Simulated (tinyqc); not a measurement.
Inside a calculation. Method: plane-wave Kohn-Sham cycle with exchange-only LDA in a layered model solid. Computed by tinyqc, a small Python program that keeps every step. Settings: points = 16, plane-wave index or count = 2, electrons = 2, k points = 2, area = 34.0, mixing = 0.1, iteration cap = 73. Command: `OMP_NUM_THREADS=1 python tinyqc.py 24574 24575 out.jsonl` (the two numbers bound the seeds that draw the settings). One thread of a shared host (Intel(R) Xeon(R) Processor @ 2.60GHz), about 0.02 s of CPU time with the checks.

A solid whose potential varies along x alone (atomic units):
```
parameter,value
period a,15.800000
cross-section of the cell,34.000000
electrons per cell,2
grid points,16
"plane waves -n..n, n",2
k points,2
V1 in V1 cos(2 pi x/a),-0.650000
V2 in V2 cos(4 pi x/a),0.060000
```

Stop when sqrt(dV sum R^2) is below 1e-8, dV = a A/N.

Course of the cycle:
```
iteration,E (hartree),norm of the residual
1,-1.14084227,1.19e-01
2,-1.07356028,1.06e-01
3,-1.01887141,9.44e-02
4,-0.97490880,8.37e-02
5,-0.93984739,7.40e-02
6,-0.91206764,6.53e-02
7,-0.89018710,5.75e-02
8,-0.87304922,5.05e-02
9,-0.85969866,4.43e-02
10,-0.84935360,3.87e-02
11,-0.84137926,3.38e-02
...,...,...
63,-0.81697461,1.42e-04
64,-0.81697482,1.29e-04
65,-0.81697500,1.16e-04
66,-0.81697515,1.05e-04
67,-0.81697528,9.54e-05
68,-0.81697539,8.63e-05
69,-0.81697549,7.81e-05
70,-0.81697556,7.07e-05
71,-0.81697563,6.39e-05
72,-0.81697569,5.78e-05
73,-0.81697573,5.23e-05
```

Can the last value be used, and what does the course show?

Not by the stop rule, although the second column moves by less than 1e-06 over the last three steps. Not converged within 73 iterations: the residual falls steadily but slowly, by a factor of about 0.91 a step. Reruns (cap 100 unless said): mixing 0.5, Kerker q0 1.0: not converged; mixing 0.3, Pulay depth 5: converged in 11 (E = -0.81698); the original settings with a cap of 400: converged in 158 (E = -0.81698).
